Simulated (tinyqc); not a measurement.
From results back to parameters: metal-induced gap states at the contact of a metal chain and a two-band chain. Four cases, with inputs chosen for the exercise.

Problem. With gap states the barrier for electrons is phi = S (W - chi - p) + p, W being the work function of the metal, S the pinning factor and p the depth of the neutrality level below the conduction edge. The barriers for two metals come from hidden S and p, those of the chain and not of a measured contact.

Find: S, p (eV).

Method. The slope of the barrier against W is S; then p = (phi1 - S (W1 - chi))/(1 - S).

Case 1.

Values chosen (out of a larger set: gap and optical dielectric constant near those of GaAs; the chain itself is a model; not measured data): W1 = 4.45 eV (work function of metal 1); W2 = 5.47 eV (of metal 2); chi = 4.02 eV (electron affinity).

barriers (eV): metal 1 0.76525, metal 2 1.02535

Solution.

S, p (eV): 0.255  0.880

Case 2.

Values chosen (out of a larger set: gap and optical dielectric constant near those of GaN; the chain itself is a model; not measured data): W1 = 4.45 eV (work function of metal 1); W2 = 5.12 eV (of metal 2); chi = 4.12 eV (electron affinity).

barriers (eV): metal 1 1.08140, metal 2 1.36414

Solution.

S, p (eV): 0.422  1.630

Case 3.

Values chosen (out of a larger set: gap and optical dielectric constant near those of Si; the chain itself is a model; not measured data): W1 = 4.4 eV (work function of metal 1); W2 = 5.29 eV (of metal 2); chi = 4.15 eV (electron affinity).

barriers (eV): metal 1 0.45953, metal 2 0.53874

Solution.

S, p (eV): 0.089  0.480

Case 4.

Values chosen (out of a larger set: gap and optical dielectric constant near those of GaN; the chain itself is a model; not measured data): W1 = 4.23 eV (work function of metal 1); W2 = 5.67 eV (of metal 2); chi = 4.02 eV (electron affinity).

barriers (eV): metal 1 0.94408, metal 2 1.53160

Solution.

S, p (eV): 0.408  1.450

Computed by tinyqc, one run a case: `OMP_NUM_THREADS=1 python tinyqc.py N N+1 out.jsonl` with N = 1481214, 1481281, 1481284, 1481311; one thread of a shared Intel(R) Xeon(R) Processor @ 2.30GHz, about 0.01 s a run at most.
